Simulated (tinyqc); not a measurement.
# Changing the temperature T

Model: Cabrera-Mott growth of a thin oxide under its own electric field. Computed by tinyqc, a small Python program. Command: `OMP_NUM_THREADS=1 python tinyqc.py 3023822 3023823 out.jsonl cabrera sweep`. One thread of a shared host (Intel(R) Xeon(R) Processor @ 2.30GHz), about 0.03 s of CPU time with the checks.

Electrons cross the film freely and set a fixed potential V across it; the field V/x lowers the barrier for ions entering the oxide.

Inputs (values chosen for the exercise, for a model metal):
```
quantity,value,unit
barrier W,1.2,eV
Mott potential V,1.4,V
ion charge number z,2,-
half jump distance b,2,angstrom
prefactor u0 = N Omega nu,1.7e+13,angstrom/s
starting thickness x0,6.1,angstrom
time t,46000,s
```

Backward hops: ignored.

Constants: k_B = 8.617333262e-05 eV/K.

Method. u = u0 exp(-W/(k_B T)), X1 = z b V/(k_B T) with V in volts and k_B T in eV; dx/dt = u exp(X1/x). t(x) = int_(x0)^x dx / (dx/dt) by Gauss-Legendre quadrature (80 points on each side of (x0 + 2 x)/3), solved for x.

One run for each value:
```
temperature T (K),thickness x (angstrom),field at time t (MV/cm),rate at time t (angstrom/s)
200,1.1810e+01,1.1854e+01,8.7181e-06
250,1.7828e+01,7.8527e+00,2.3531e-05
300,3.2899e+01,4.2555e+00,8.5287e-05
350,9.7256e+01,1.4395e+00,6.0301e-04
400,9.6567e+02,1.4498e-01,1.5282e-02
450,2.9260e+04,4.7847e-03,6.2113e-01
500,6.2884e+05,2.2263e-04,1.3648e+01
```

Over the rows, thickness x (angstrom) rises from 11.8 to 629000 (exponent d ln y / d ln x 1.8 between the first rows and 29 between the last); field at time t (MV/cm) falls from 11.9 to 2.23e-4 (exponent d ln y / d ln x -1.8 between the first rows and -29 between the last); rate at time t (angstrom/s) rises from 8.72e-6 to 13.6 (exponent d ln y / d ln x 4.4 between the first rows and 29 between the last). While x is well below X1, growth stalls where z b V/x has fallen to about W - k_B T ln(u0 t X1/x^2); heat closes that gap, so the film thickens slowly at first and steeply once W/(k_B T) nears that logarithm. Left out: 550 (the run failed its checks). Left out: 600 (no root in the searched range).

Caution (all rows): the starting field or rate is formal: the first layers form as fast as oxygen arrives. Caution (rows 350, 400, 450, 500): X1/x is small, so backward hops, left out here, would cut the rate. Caution (rows 400, 450, 500): electrons tunnel only through a few nanometres, so beyond about 10 nm a fixed Mott potential is doubtful.
